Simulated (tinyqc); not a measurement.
From results back to parameters: Brillouin zone and empty-lattice bands of the bcc structure.

Problem. At the centre of a zone face two plane waves are mixed by V > 0: levels E0 -/+ V, masses normal to the face 1/(1 -/+ 2 E0/V), E0 = c0 k^2, c0 = hbar^2/2m0. The gap and the mass of the upper band are given.

Constants: hbar^2/2m0 = 3.80998211 eV angstrom^2.

gap = 2.220000 eV
mass of the upper band = 0.1180092 m0

Find: V; E0; k; spacing of the lattice planes, pi/k.

Solution. V is half the gap; 2 E0/V = 1/m - 1; k = |G|/2 = pi/d.

V = 1.1100 eV
E0 = 4.148 eV
k = 1.0434 1/angstrom
spacing of the lattice planes, pi/k = 3.011 angstrom

Program tinyqc; command `OMP_NUM_THREADS=1 python tinyqc.py 1850398 1850399 out.jsonl`; about 0.02 s on one thread of a shared Intel(R) Xeon(R) Processor @ 2.30GHz.
